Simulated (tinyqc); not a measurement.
Reverse leakage of an n+-p junction: diffusion, generation, trap-assisted and band-to-band tunnelling: one step of the calculation.

One-sided abrupt junction in the depletion approximation, x from the junction (0) to W on the p side, field F = F0 (1 - x/W). Flat quasi-Fermi levels, long p side. Traps generate through SRH with both lifetimes shortened by 1 + Gamma (Hurkx enhancement, form for moderate fields); band-to-band generation is local and needs a total bending above Eg.

Question. Generation rates across the layer. u = (Vbi + VR)(1 - x/W)^2, p = Na exp(-u/Vt), n = Nd exp((u - Vbi - VR)/Vt); G0 = ni^2 (1 - exp(-VR/Vt))/(tau (n + p + 2 ni cosh(Et/Vt))); Gamma = 2 sqrt(3 pi)(F/FG) exp((F/FG)^2); trap-assisted part G0 Gamma; G_bb = Ab F^2.5 exp(-Bb/F) with F in V/cm, zero unless Vbi + VR > Eg. 13 equal steps.

Inputs (values chosen for the exercise); band and dielectric values close to those of silicon: temperature T = 400 K; band gap Eg = 1.1 eV; acceptor density of the lighter side Na = 1.4e17 cm^-3; donor density of the heavier side Nd = 5e19 cm^-3; SRH lifetime of both carriers at zero field tau = 3e-6 s; trap level above the intrinsic level Et = 0.1 eV; band-to-band prefactor Ab = 7.4e14 cm^-0.5 V^-2.5 s^-1; band-to-band field constant Bb = 1.8e7 V/cm; reverse bias VR = 1.5 V.

Constants: q = 1.602176634e-19 C, kB = 1.380649e-23 J/K, Vt = kB T/q. Results are converted to the units shown.

ni = 4.9405551e12 cm^-3
Vbi = 0.90936911 V
W = 149.18142 nm
F0 = 323.01195 kV/cm
FG = 544.68121 kV/cm

Find: x; F; Gamma; G0; G0 Gamma; G_bb.

Answer.

x, point 0 to 13 (nm): [0.0, 11.5, 23.0, 34.4, 45.9, 57.4, 68.9, 80.3, 91.8, 103.3, 114.8, 126.2, 137.7, 149.2]
F, point 0 to 13 (kV/cm): [323.0, 298.2, 273.3, 248.5, 223.6, 198.8, 173.9, 149.1, 124.2, 99.4, 74.5, 49.7, 24.8, 0.0]
Gamma, point 0 to 13: [5.176, 4.535, 3.963, 3.449, 2.984, 2.560, 2.171, 1.811, 1.475, 1.158, 0.8562, 0.5649, 0.2807, 0]
G0, point 0 to 13 (cm^-3 s^-1): [1.627e11, 4.770e15, 9.012e16, 9.024e16, 9.024e16, 9.024e16, 9.024e16, 9.019e16, 8.593e16, 2.934e16, 2.342e15, 3.029e14, 8.780e13, 5.808e13]
G0 Gamma, point 0 to 13 (cm^-3 s^-1): [8.422e11, 2.163e16, 3.572e17, 3.112e17, 2.692e17, 2.310e17, 1.959e17, 1.634e17, 1.268e17, 3.399e16, 2.005e15, 1.711e14, 2.464e13, 0]
G_bb, point 0 to 13 (in units of 1e4 cm^-3 s^-1): [2.761, 0.022, 0.000, 0.000, 0.000, 0.000, 0.000, 0.000, 0.000, 0.000, 0.000, 0.000, 0.000, 0.000]

Range of the model: The n+ side is degenerate, so Vbi from Boltzmann statistics is only a guide.

Computed by the program tinyqc: `OMP_NUM_THREADS=1 python tinyqc.py 2290009 2290010 out.jsonl`, one thread of a shared Intel Xeon 2.30GHz, about 0.01 s for the whole run.
